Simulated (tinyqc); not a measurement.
Against thickness at fixed field: leakage through a gate insulator: direct, Fowler-Nordheim, trap-assisted and Poole-Frenkel currents. Computed by tinyqc, a small Python program. Command: `OMP_NUM_THREADS=1 python tinyqc.py 3016585 3016586 out.jsonl oxideleak walk`. One thread of a shared host (Intel(R) Xeon(R) Processor @ 2.30GHz), about 0.01 s of CPU time with the checks.

Electrons enter from the cathode Fermi level at x = 0; the conduction band of the insulator lies phi_b - e F x above it, F = V/t. WKB exponents use a parabolic band with mass m.

Inputs (values chosen for the exercise, with an insulator like SiO2):
```
quantity                          value   unit
thickness t                           8     nm
barrier phi_b                       3.1     eV
tunnelling mass m                  0.39    m_0
static constant eps_ox             3.92      -
voltage across the insulator V      3.3      V
trap depth phi_t                    2.5     eV
trap density N_t                1.7e+17  cm^-3
attempt rate nu_0                 2e+12    1/s
activation of capture E_a         0.069     eV
temperature T                       300      K
```

Constants: hbar^2/(2 m_0) = 3.80998212 eV angstrom^2; e = 1.602176634e-19 C; hbar = 1.054571817e-34 J s; k_B = 8.617333262e-05 eV/K.

Method:
- For a level a distance phi(x) below the band, the WKB exponent is 2 int kappa dx with kappa = sqrt(m phi/(hbar^2/2m_0)); for a linear barrier from phi_1 down to phi_2 = max(phi_1 - e F d, 0) it is G = (4/3) sqrt(m/(hbar^2/2m_0)) (phi_1^(3/2) - phi_2^(3/2))/(e F).
- J_tun = e^3 F^2/(16 pi^2 hbar m phi_b) x exp(-G) / [1 - sqrt(phi_2/phi_b)]^2 with the free-electron mass in the cathode (m in m_0), phi_2 = max(phi_b - e V, 0): direct tunnelling for e V < phi_b, Fowler-Nordheim above. Image forces, back-flow and the limit on supply are left out, so J_tun is overstated below about 0.5 V.
- Equivalent oxide thickness = 3.9 t/eps_ox.
- A trap at depth x lies phi_t below the band. Capture: tunnel at the cathode Fermi level from 0 to x (G_in from phi_1 = phi_b), rate nu_0 exp(-G_in - E_c/k_B T) with E_c = E_a + max(phi_b - phi_t - e F x, 0), the last term being the height of the trap above the cathode Fermi level. Emission: tunnel from the trap level to the anode (G_out from phi_1 = phi_t over t - x), rate nu_0 exp(-G_out - E_a/k_B T). Re-emission to the cathode follows from detailed balance, rate_back = rate_in exp(dE/k_B T) with dE = phi_b - phi_t - e F x. Each trap passes R = rate_in rate_out/(rate_in + rate_back + rate_out) electrons per second; filling from the anode is left out.
- J_TAT = e N_t int_0^t R dx by the midpoint rule on 400 intervals; the most effective depth is the midpoint with the largest R, rounded to 0.01 nm.

field F = 4.125 MV/cm

Currents:
```
t (nm)    V (V)  J_tun (A/cm^2)  J_TAT (A/cm^2)
1.2     0.49500      7.3201e+03      2.6680e-06
1.6     0.66000      6.8513e+01      1.6226e-05
2.2     0.90750      1.0007e-01      1.6762e-05
3.0     1.23750      3.4241e-05      8.1151e-06
4.0     1.65000      4.6212e-09      1.9927e-07
5.5     2.26875      7.2421e-14      3.9478e-10
7.5     3.09375      7.3209e-18      2.7555e-13
10.0    4.12500      6.6442e-18      1.9684e-15
```

What follows from these numbers?

Between the first rows J_tun falls by 5.07 decades per nm. J_TAT overtakes J_tun between 3 and 4 nm. Below about 0.5 V the formula for J_tun, which has no back-flow, overstates the current.

Extremes, crossings and ranges named in words are read from the listed rows.
